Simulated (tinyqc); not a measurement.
# From one set of inputs to another, one input at a time

Model: the 3-omega method: a line heater on a substrate with a thin film. Computed by tinyqc, a small Python program. Command: `OMP_NUM_THREADS=1 python tinyqc.py 3004265 3004266 out.jsonl threeomega ladder`. One thread of a shared host (Intel(R) Xeon(R) Processor @ 2.30GHz), about 0.02 s of CPU time with the checks.

A current at angular frequency omega = 2 pi f heats the line at 2 omega with the amplitude P per length; the temperature swing Delta T at 2 omega gives a voltage at 3 omega. The substrate is taken as semi-infinite and isotropic, and the heat capacity of heater and film is left out.

The inputs printed are set A. Set A is modelled on polycrystalline aluminium nitride on silicon; the values taken over come from a set modelled on silica on indium phosphide. Inputs not listed in the table keep their values of set A, so the rows need not describe a real material.

Inputs (values chosen for the exercise, modelled on polycrystalline aluminium nitride on silicon): substrate conductivity kappa = 151 W/(m K); substrate heat capacity C = 1.68 1e6 J/(m^3 K); heater half-width b = 2.8 micrometre; power amplitude per length P = 42 W/m; current frequency f = 130 Hz; film thickness t = 210 nm; film conductivity kappa_f = 31 W/(m K); interface resistance R_i = 9.1 m^2 K/GW; substrate thickness d_s = 380 micrometre; temperature coefficient of resistance beta = 3 1e-3/K; voltage amplitude V_1 = 1 V.

Method:
- D = kappa/C; q = sqrt(2 i omega/D); penetration depth 1/|q| = sqrt(D/(2 omega)).
- Delta T_s = (P/(pi kappa)) int_0^infinity (sin x/x)^2 / sqrt(x^2 + (q b)^2) dx with (q b)^2 = i |q b|^2, averaged over the heater width (12 Gauss-Legendre points on each of the pieces 0, 14 log-spaced edges from 1e-5 to 1, and multiples of pi to 40 pi; the tail adds 1/(4 (40 pi)^2)).
- For |q| b much below 1: Delta T_s = (P/(pi kappa)) [-ln(|q| b) + eta - i pi/4], eta = 3/2 - C_E = 0.92278, with Euler's C_E = 0.5772157.
- One-dimensional flow across the film: Delta T_f = P (t/kappa_f + R_i)/(2 b); total in-phase swing Delta T = Delta T_s + Delta T_f; third-harmonic amplitude V_3 = V_1 beta |Delta T|/2 with the out-of-phase part included; the apparent film conductivity is t/(t/kappa_f + R_i).

Each row keeps all changes above it; columns: (1) input moved; (2) from; (3) to; (4) apparent film conductivity (W/(m K)); (5) penetration depth (micrometre); (6) film share of the in-phase swing:
```
(1)                                         (2)   (3)     (4)     (5)      (6)
set A                                         -     -  13.229  234.56  0.20084
current frequency f (Hz)                    130  3800  13.229   43.38  0.26848
interface resistance R_i (m^2 K/GW)         9.1   3.8  19.860   43.38  0.19645
power amplitude per length P (W/m)           42    24  19.860   43.38  0.19645
substrate conductivity kappa (W/(m K))      151  65.1  19.860   28.49  0.10638
substrate heat capacity C (1e6 J/(m^3 K))  1.68  1.51  19.860   30.05  0.10485
film conductivity kappa_f (W/(m K))          31   1.2   1.174   30.05  0.66449
film thickness t (nm)                       210   120   1.156   30.05  0.53483
```

Apparent film conductivity goes from 13.2 to 1.16, a factor 0.0874 in all. The largest single move comes from film conductivity kappa_f (a factor 0.0591), and interface resistance R_i works against it (a factor 1.50). Penetration depth goes from 235 to 30.0, a factor 0.128 in all. The largest single move comes from current frequency f (a factor 0.185). Film share of the in-phase swing goes from 0.201 to 0.535, a factor 2.66 in all. The largest single move comes from film conductivity kappa_f (a factor 6.34), and substrate conductivity kappa works against it (a factor 0.542). The single moves hold for this order of the switches; the total does not depend on the order.

Caution (rows set A): the penetration depth exceeds a fifth of the substrate thickness, so the back face is felt and the semi-infinite formula fails. Caution (rows set A, current frequency f, interface resistance R_i, power amplitude per length P, substrate conductivity kappa, substrate heat capacity C): the film does not conduct much worse than the substrate, so heat spreads in it and the one-dimensional step is only approximate, and wrong once kappa_f nears or exceeds kappa.

Extremes, crossings and ranges named in words are read from the listed rows.
